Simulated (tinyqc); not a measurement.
Donor or exciton in a quantum well (variational effective-mass method): one step, computed by the program tinyqc. Command: `OMP_NUM_THREADS=1 python tinyqc.py 3016733 3016734 out.jsonl welldonor walk`. One thread of a shared host (Intel(R) Xeon(R) Processor @ 2.30GHz), about 0.2 s of CPU time with the checks.

H = -nabla^2 - 2/|r - r_i| + V(z) in effective units; trial function psi = f(z) exp(-|r - r_i|/lambda), f the ground state of the well. Mass and screening are the same in well and barrier; l = L/a* is the width in effective units. Bands are flat: no polarisation or applied field.

Task: Best radius. k solves k tan(k l/2) = sqrt(v - k^2), v = V_0/Ry*, 0 < k l/2 < pi/2 (bisection); f = cos(k z) inside and cos(k l/2) exp(-kappa (|z| - l/2)) outside, kappa = sqrt(v - k^2); subband energy k^2 Ry*. Binding E_b(lambda) = -1/lambda^2 + 4 A/(lambda B), with A = int f^2 exp(-2 s/lambda) dz, B = int f^2 exp(-2 s/lambda)(1 + 2 s/lambda) dz and s = |z - z_i|; 40 Gauss-Legendre points on each piece between the walls at z = -l/2 and l/2 and z_i, and out to 12/(kappa + 1/lambda) beyond the walls. Golden-section search for the maximum over lambda from 0.3 to 4, 40 steps.

Inputs (values chosen for the exercise, for a model semiconductor): donor position z_i/L from the centre = 0.5; barrier height V_0 = 0.15 eV.

Centre: donor. Barriers: finite.

l = 1.181079

Ry* = 6.252616 meV

a* = 8.466835 nm

Give: best lambda; binding in Ry*; binding energy; radius lambda a*.

Result:

best lambda = 1.265 a*

binding in Ry* = 1.197

binding energy = 7.485 meV

radius lambda a* = 10.71 nm

Confinement changes the binding by a factor 1.197 against the bulk value (with finite barriers it peaks in a narrow well and returns to 1 as L tends to 0, and away from the walls of a wide well it tends to 1).
